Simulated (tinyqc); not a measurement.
Deep level as a short-range spherical well, step by step. Values are carried at full precision from step to step, so a last printed digit may differ when a step is redone from the rounded ones.

A spherical well of radius R and depth V0 below the conduction edge, one mass m, c = hbar^2/2m0. The s level at binding Et solves k cot(k R) = -kappa with k = sqrt(m (V0 - Et)/c), kappa = sqrt(m Et/c); it exists for V0 > Vc = c (pi/2R)^2/m. Outside, psi falls as exp(-kappa r)/r.

Constants: hbar^2/2m0 = 3.80998211 eV angstrom^2; fine-structure constant alpha = 0.007297352564; hc = 1239.841984 eV nm; kB = 8.617333262e-05 eV/K; hbar = 6.58211957e-16 eV s.

Parameters, chosen for this exercise (near those of GaN; not measured data):
- R = 2.5 angstrom (radius of the well)
- V0 = 10.14 eV (depth of the well)
- m = 0.19 m0 (mass)
- n_r = 2.33 (refractive index)
- gv = 1 (valleys)
- sn = 13 x 1e-16 cm^2 (capture cross-section)
- T = 150 K (temperature)

## The bound level

Solve for Et; the share outside is [sin^2(kR)/(2 kappa)]/[sin^2(kR)/(2 kappa) + R/2 - sin(2kR)/(4k)].

Et = 0.3203 eV
k = 0.6998 1/angstrom
kappa = 0.1264 1/angstrom
share outside = 0.736
Vc = 7.916 eV

The well is 1.28 times the critical depth. Since dEt/dV0 equals the share inside, 0.26, a 1 % change of V0 moves Et by 8.4 %. The decay length is 7.9 angstrom, 3.2 times R.

## Peak of the photo-ionisation cross-section

Lucovsky model (delta well, plane-wave final states, no local-field factor): sigma = (32 pi alpha c/(3 n_r m Et)) (x - 1)^(3/2)/x^3, x = h nu/Et, c = hbar^2/2m0; 1 angstrom^2 = 1e-16 cm^2.

The maximum lies at x = 2. Give the photon energy, its wavelength and sigma there.

h nu = 0.641 eV
wavelength = 1936 nm
sigma = 82.1 x 1e-18 cm^2

With 74 % of the state outside the well the delta-well form is a fair model.

## Thermal emission

Thermal emission e = sn v Nc exp(-Et/kB T), v = sqrt(6 c kB T/m)/hbar, Nc = 2 gv (m kB T/(4 pi c))^(3/2), c = hbar^2/2m0, one mass for both, degeneracy ratio 1; 1 angstrom = 1e-8 cm.

Give v, Nc, e and 1/e.

v = 1.895 x 1e7 cm/s
Nc = 0.7348 x 1e18/cm^3
e = 0.314 1/s
1/e = 3.18 s

## Checks

- Et from the radial equation on a grid against the matching condition, eV: both 0.32.

Computed by tinyqc, a small Python program: `OMP_NUM_THREADS=1 python tinyqc.py 1281367 1281368 out.jsonl` (the numbers bound the seed that draws the inputs); one thread of a shared host (Intel(R) Xeon(R) Processor @ 2.30GHz), about 0.01 s for the whole set of steps.
